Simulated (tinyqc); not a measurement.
# Fully depleted semiconductor-on-insulator film with two gates, non-linear Poisson equation by Newton steps: what changes with what

One dimension across the film, front interface at x = 0, back interface at x = ts. psi is counted from the intrinsic level, n = ni exp(psi/Vt) (source grounded), holes neglected, acceptors ionised. Gates act through Cox = eps0 eox/tox and Cbox = 3.9 eps0/tb with potentials G1 = Vg - (phiM - chi - Vt ln(Nc/ni)) and G2 = Vb - (phiB - chi - Vt ln(Nc/ni)). Classical Boltzmann densities, no interface charge, no depletion in the back plane.

Values chosen for this exercise; band and dielectric values close to those of silicon:
- T = 250 K (temperature)
- Eg = 1.13 eV (band gap)
- eps_r = 11.5 (relative permittivity)
- Nc = 2.13e19 cm^-3 (conduction-band density of states at T)
- Nv = 2.03e19 cm^-3 (valence-band density of states at T)
- chi = 4 eV (electron affinity)
- eox = 25.7 (relative permittivity of the gate insulator (close to zirconium oxide))
- tox = 3.6 nm (insulator thickness)
- ts = 9 nm (film thickness)
- tb = 14 nm (buried-oxide thickness (eps_r 3.9))
- Na = 2.4e17 cm^-3 (acceptor density of the film)
- phiM = 4.31 eV (work function of the front gate)
- phiB = 4.5 eV (work function of the back plane)
- Vb = 0 V (back-gate voltage)

Constants: q = 1.602176634e-19 C, kB = 1.380649e-23 J/K, Vt = kB T/q, eps0 = 8.8541878128e-14 F/cm where lengths are in cm. Results are converted to the units shown.

Each table varies one quantity; the others keep the values above.

## Charge against front-gate voltage

ni = sqrt(Nc Nv) exp(-Eg/(2 Vt)), Eg in volts. The Poisson equation eps0 eps_r d2psi/dx2 = q (n + Na), with -eps0 eps_r dpsi/dx = Cox (G1 - psi) at x = 0 and eps0 eps_r dpsi/dx = Cbox (G2 - psi) at x = ts, is solved on 300 equal intervals with half boxes at both ends; N_inv is the trapezoid sum of n. Swing = ln 10/(d ln N_inv/dVg); the last column is (dN_inv/dVb)/(dN_inv/dVg).

Charge against front-gate voltage:

| Vg (V) | psi front (V) | psi back (V) | N_inv (cm^-2) | centroid/ts | swing (mV/decade) | q dN_inv/dVg over Cox | back/front leverage |
|---|---|---|---|---|---|---|---|
| -0.15 | 0.0994 | 0.0808 | 4.60e3 | 0.425 | 55.4 | 4.84e-9 | 0.117 |
| 0 | 0.245 | 0.200 | 2.48e6 | 0.332 | 54.4 | 2.66e-6 | 0.0972 |
| 0.15 | 0.390 | 0.319 | 1.48e9 | 0.257 | 53.8 | 0.00160 | 0.0819 |
| 0.3 | 0.525 | 0.420 | 4.56e11 | 0.183 | 90.6 | 0.294 | 0.0635 |
| 0.45 | 0.591 | 0.441 | 3.71e12 | 0.102 | 302 | 0.717 | 0.0450 |
| 0.6 | 0.623 | 0.444 | 8.38e12 | 0.0679 | 581 | 0.843 | 0.0400 |
| 0.75 | 0.642 | 0.445 | 1.35e13 | 0.0513 | 884 | 0.894 | 0.0380 |
| 0.9 | 0.656 | 0.446 | 1.89e13 | 0.0415 | 1.20e3 | 0.922 | 0.0370 |
| 1.05 | 0.666 | 0.446 | 2.44e13 | 0.0351 | 1.52e3 | 0.938 | 0.0364 |

What does the comparison show?

N_inv passes 1e11 cm^-2 at Vg = 0.252 V. The swing starts at 55.4 mV a decade, against (1 + k) Vt ln 10 = 51.2 for a front channel with k = Cs Cbox/(Cox (Cs + Cbox)) = 0.0320, Cs = eps0 eps_r/ts; above threshold this column is no longer a subthreshold swing. The centroid falls from 0.425 to 0.0351 of ts and the leverage of the back gate falls from 0.117 to 0.0364. For Vg = 0.45, 0.6, 0.75, 0.9, 1.05 the density at an interface exceeds 0.3 Nc, where Boltzmann statistics fail. For Vg = 0, 0.15, 0.3, 0.45, 0.6, 0.75, 0.9, 1.05 the classical centroid lies within 3 nm of an interface, where confinement, left out, would push it away.

## Threshold and coupling against the back-gate voltage

VT is the Vg for N_inv = 1e11 cm^-2; -dVT/dVb from the linearised equation. Limits with Cs = eps0 eps_r/ts: front channel Cs Cbox/(Cox (Cs + Cbox)), back channel Cbox (Cox + Cs)/(Cox Cs). Swing at N_inv = 1e8 cm^-2.

The same in every row: front-channel limit = 0.0320; back-channel limit = 0.257.

Threshold and coupling against the back-gate voltage:

| Vb (V) | VT (V) | centroid/ts at VT | -dVT/dVb | swing (mV/decade) |
|---|---|---|---|---|
| -3 | 0.389 | 0.0332 | 0.0382 | 51.5 |
| -2.25 | 0.359 | 0.0420 | 0.0398 | 51.6 |
| -1.5 | 0.329 | 0.0572 | 0.0426 | 51.8 |
| -0.75 | 0.295 | 0.0903 | 0.0488 | 52.2 |
| 0 | 0.252 | 0.213 | 0.0718 | 54.0 |
| 0.75 | 0.166 | 0.684 | 0.171 | 59.6 |
| 1.5 | 0.00980 | 0.900 | 0.229 | 61.3 |
| 2.25 | -0.167 | 0.943 | 0.241 | 61.7 |
| 3 | -0.350 | 0.960 | 0.246 | 61.9 |

As Vb goes from -3 to 3, VT falls from 0.389 to -0.350 V, the centroid rises from 0.0332 to 0.960 of ts and -dVT/dVb rises from 0.0382 to 0.246. The coupling covers 2.73 % of the way from the front-channel to the back-channel limit in the first row and 95.1 % in the last. A positive back bias draws the electrons to the back interface, where the back gate has more leverage and the front gate less, so the swing worsens.

Program tinyqc, `OMP_NUM_THREADS=1 python tinyqc.py 2190095 2190096 out.jsonl`; Intel Xeon 2.30GHz, shared host, one thread, about 0.4 s.
